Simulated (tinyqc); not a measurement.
# Schottky diode by thermionic emission with image-force lowering and series resistance: several studies

Metal on an n-type semiconductor with one parabolic valley; V > 0 is forward bias (metal positive). I = I0 [exp(Vj/(n Vt)) - 1] with Vj = V - I Rs; I0 = S A* T^2 exp(-(phi - dphi)/Vt), the lowering dphi taken at zero bias.

Parameters, values chosen for the exercise; band and dielectric values close to those of 4H silicon carbide: temperature T = 300 K; electron mass me = 0.364 m0; relative permittivity eps_r = 9.85; barrier height seen from the metal phi = 0.72 eV; donor density Nd = 2.9e15 cm^-3; area S = 0.004 cm^2; ideality factor n = 1.14; series resistance Rs = 6.1 ohm.

Constants: q = 1.602176634e-19 C, kB = 1.380649e-23 J/K, h = 6.62607015e-34 J s, m0 = 9.1093837015e-31 kg, Vt = kB T/q, eps0 = 8.8541878128e-14 F/cm where lengths are in cm. Results are converted to the units shown.

Each table varies one quantity; the others keep the values above.

## Soft saturation in reverse bias

A* = 4 pi q me m0 kB^2/h^3 (times 1e-4 for A/(cm^2 K^2)); Nc = 2 (2 pi me m0 kB T/h^2)^1.5 (times 1e-6 for cm^-3); xi = Vt ln(Nc/Nd), Vbi = phi - xi; surface field Em = sqrt(2 q Nd (Vbi - V - Vt)/(eps0 eps_r)); dphi = sqrt(q Em/(4 pi eps0 eps_r)). Here dphi follows the bias, J = -A* T^2 exp(-(phi - dphi(V))/Vt) [1 - exp(V/Vt)], without Rs.

Soft saturation in reverse bias:
```
V (V)  Em (kV/cm)  dphi (meV)  J (A/cm^2)
-0.2        27.29       19.97   -6.840e-6
-0.5        32.63       21.84   -7.355e-6
-1          39.96       24.17   -8.049e-6
-2          51.60       27.47   -9.143e-6
-4          69.24       31.81   -1.082e-5
-7          89.39       36.15   -1.279e-5
-10         105.8       39.32   -1.446e-5
-15         128.5       43.34   -1.690e-5
```

dphi rises from 20.0 to 43.3 meV, as the square root of the field, and |J| grows by a factor of 2.47: the reverse current does not saturate. Tunnelling and generation are left out.

## Current against voltage

Same model as above.

The apparent ideality is (dV/d ln I)/Vt.

Current against voltage:
```
V (V)     I (A)   Vj (V)  apparent ideality
0.05   1.146e-7  0.05000             0.9310
0.15   4.145e-6   0.1500              1.134
0.25   1.211e-4   0.2493              1.168
0.35   0.002298   0.3360              1.682
0.44   0.009964   0.3792              3.491
0.54    0.02244   0.4031              6.434
0.64    0.03648   0.4175              9.748
0.74    0.05123   0.4275              13.23
0.84    0.06638   0.4351              16.80
0.94    0.08176   0.4413              20.43
```

Read the table: what changes, and by how much?

I rises from 1.15e-7 to 0.0818 A, and the apparent ideality rises from 0.931 to 20.4, against n = 1.14. It starts below n because the -1 in the diode law still counts there. From V = 0.44 V on, I Rs exceeds n Vt and the resistance bends the curve.

## Effect of the doping on the lowering

Same model as above.

Here V = 0 in Em.

Effect of the doping on the lowering:
```
Nd (cm^-3)  Vbi (V)  Em (kV/cm)  dphi (meV)    I0 (A)
1.3e14       0.4446       4.472       8.086  1.728e-8
4.7e14       0.4778       8.834       11.36  1.962e-8
1.7e15       0.5110       17.41       15.95  2.343e-8
6.1e15       0.5440       34.08       22.32  2.997e-8
2.2e16       0.5772       66.76       31.24  4.232e-8
8e16         0.6106       131.1       43.78  6.874e-8
2.9e17       0.6439       256.6       61.25  1.351e-7
1e18         0.6759       488.7       84.52  3.324e-7
```

What does the comparison show?

dphi rises from 8.09 to 84.5 meV, as Nd^(0.26) (1/4 at fixed Vbi), and I0 grows by a factor of 19.2. Emission limits the current only if the drift velocity at the surface is well above A* T^2/(q Nc) = 4.46e6 cm/s; with a mobility of 883 cm^2/(V s) it is less than three times that in 2 of the rows, where I0 is overstated.

Range of the model: One isotropic valley is assumed; bands with several valleys have a larger Richardson constant and Nc.

tinyqc, about 0.01 s, one thread, Intel Xeon 2.30GHz (shared host): `OMP_NUM_THREADS=1 python tinyqc.py 2640146 2640147 out.jsonl`
